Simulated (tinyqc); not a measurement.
Binding against mu: shallow acceptor in the spherical model (Baldereschi-Lipari), strong spin-orbit limit. Computed by tinyqc, a small Python program. Command: `OMP_NUM_THREADS=1 python tinyqc.py 3002766 3002767 out.jsonl acceptor walk`. One thread of a shared host (Intel(R) Xeon(R) Processor @ 2.30GHz), about 0.01 s of CPU time with the checks.

The 1S(3/2) state has an s envelope f(r) and a d envelope g(r). In effective units they obey -(f'' + 2f'/r + 2f/r) + mu (g'' + 5g'/r + 3g/r^2) = E f and -(g'' + 2g'/r - 6g/r^2 + 2g/r) + mu (f'' - f'/r) = E g. The cubic term, the split-off band and the central cell are left out.

Inputs (values chosen for the exercise, modelled on GaSb):

| quantity | value | unit |
|---|---|---|
| Luttinger gamma_1 | 13.3 | - |
| Luttinger gamma_2 | 4.57 | - |
| Luttinger gamma_3 | 6.08 | - |
| dielectric constant eps | 15.3 | - |

Constants: Ry = 13.605693123 eV; a_0 = 0.529177210903 angstrom.

Method:
- Ry* = Ry/(gamma_1 eps^2), a* = a_0 eps gamma_1, mu = (6 gamma_3 + 4 gamma_2)/(5 gamma_1), delta = (gamma_3 - gamma_2)/gamma_1; spherical masses 1/(gamma_1 (1 - mu)) (heavy) and 1/(gamma_1 (1 + mu)) (light).
- Basis: f_i = exp(-zeta_i r), g_i = r exp(-zeta_i r), weight r^2 dr, s = zeta_i + zeta_j. S_ff = 2/s^3, H_ff = zeta_i zeta_j S_ff - 2/s^2; S_gg = 24/s^5, H_gg = 8/s^3 + 24 zeta_i zeta_j/s^5 - 12/s^4; H(f_i, g_j) = mu (6 zeta_i^2/s^4 + 2 zeta_i/s^3); S_fg = 0. Each function is normalised by sqrt(S_ii).
- Large basis: zeta_i = 0.08 x 1.55^(i-1), i = 1..20 in each channel; overlap eigenvalues below 1e-11 are dropped.

mu = 0.823459

1S(3/2):

| mu | binding (Ry*) | d weight | binding x (1 - mu) |
|---|---|---|---|
| 0.10 | 1.0091 | 0.00424 | 0.90817 |
| 0.25 | 1.0599 | 0.02669 | 0.79489 |
| 0.49 | 1.2830 | 0.10528 | 0.65434 |
| 0.50 | 1.2985 | 0.10979 | 0.64927 |
| 0.80 | 2.5802 | 0.29828 | 0.51604 |
| 0.82 | 2.8228 | 0.31499 | 0.50810 |
| 0.90 | 4.7683 | 0.38818 | 0.47683 |
| 0.95 | 9.1447 | 0.44002 | 0.45723 |

What does the comparison show, and why?

The binding grows from 1.009 to 9.14 Ry*, slowly at first (second order in mu), while the d weight rises to 0.44. The last column, the binding in units of the heavy-hole Rydberg, falls to 0.457, towards about 0.44 as mu tends to 1.
